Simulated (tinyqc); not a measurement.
# One-sided p+-n junction, ionisation integral and breakdown, step by step

Numbers from tinyqc (`OMP_NUM_THREADS=1 python tinyqc.py 2120143 2120144 out.jsonl`; about 0.04 s on one thread of a shared Intel Xeon 2.30GHz). Printed values are rounded.

A p+ layer at x < 0 and an n drift layer from x = 0. Depletion approximation, built-in voltage neglected. Local ionisation coefficients alpha_n = an exp(-(bn/E)^mx), alpha_p = ap exp(-(bp/E)^mx). Electrons move towards +x, holes towards x = 0.

Parameters, values chosen for the exercise; material values close to those of silicon: relative permittivity eps_r = 11.7; prefactor of the electron ionisation coefficient an = 6.57e5 1/cm; field constant for electrons bn = 1.21e6 V/cm; prefactor of the hole ionisation coefficient ap = 1.51e6 1/cm; field constant for holes bp = 1.9e6 V/cm; exponent mx = 1; donor density of the drift layer N = 4.5e15 cm^-3; reverse voltage V = 71 V; share of the depleted width that the grid covers fr = 0.4.

Constants: q = 1.602176634e-19 C, eps0 = 8.8541878128e-14 F/cm where lengths are in cm. Results are converted to the units shown.

## Field and ionisation coefficients on a grid

W = sqrt(2 eps0 eps_r V/(q N)), peak field E0 = q N W/(eps0 eps_r), falling linearly to 0 at W. Grid: 10 equal steps from 0 to fr W.

W = 4.51700 um

```
point   x (um)  E (kV/cm)  alpha_n (1/cm)  alpha_p (1/cm)
0      0.00000    314.368         13994.9         3582.26
1      0.18068    301.793         11921.2         2784.77
2      0.36136    289.219         10014.1         2117.93
3      0.54204    276.644         8279.89         1571.18
4      0.72272    264.069         6723.11         1132.90
5      0.90340    251.494         5346.51         790.590
6      1.08408    238.920         4150.47         531.210
7      1.26476    226.345         3132.59         341.502
8      1.44544    213.770         2287.37         208.424
9      1.62612    201.196         1605.82         119.590
10     1.80680    188.621         1075.40         63.7201
```

## Ionisation integrals by the trapezoid rule

G(x) = integral from 0 to x of (alpha_n - alpha_p); I_n = integral of alpha_n exp(-G) (electrons injected at x = 0), I_p = integral of alpha_p exp(G(end) - G) (holes injected at the far edge); M = 1/(1 - I). All integrals by the trapezoid rule on the grid.

```
point         G  alpha_n exp(-G) (1e4 1/cm)
0      0.000000                     1.39949
1      0.176606                     0.99913
2      0.330479                     0.71959
3      0.462419                     0.52143
4      0.573528                     0.37887
5      0.665188                     0.27491
6      0.739042                     0.19821
7      0.796953                     0.14119
8      0.840949                     0.09865
9      0.873157                     0.06706
10     0.895723                     0.04391
```

I_n = 0.744536
I_p = 0.364704
M_n = 3.91445
M_p = 1.57407

A grid of 1500 steps over the whole width gives I_n = 0.7521 and I_p = 0.3726; the coarse I_n is 1.0 % below and the coarse I_p 2.1 % below those values. Electrons multiply more: on this coarse grid M - 1 is 5.08 times as large for them.

## Breakdown voltage by secant steps

G(x) = integral from 0 to x of (alpha_n - alpha_p); I_n = integral of alpha_n exp(-G) (electrons injected at x = 0), I_p = integral of alpha_p exp(G(end) - G) (holes injected at the far edge); M = 1/(1 - I). Secant steps on ln I_n(V) = 0 with the integrals on a fine grid (1500 steps), from the points V = 68.2 and 79.1 V; stop when the step is below 1e-7 of V.

Course of the iteration:
```
step    V (V)       I_n  change of V (V)
1        79.1  0.905946             4.10
2     83.2003  0.979317             1.10
3     84.3007  0.998430           0.0894
4     84.3902  0.999973          1.58e-3
5     84.3918   1.00000          2.10e-6
```

Breakdown at 84.392 V, with a peak field of 342.7 kV/cm and W = 4.925 um. The integral for holes reaches 1 at the same voltage.
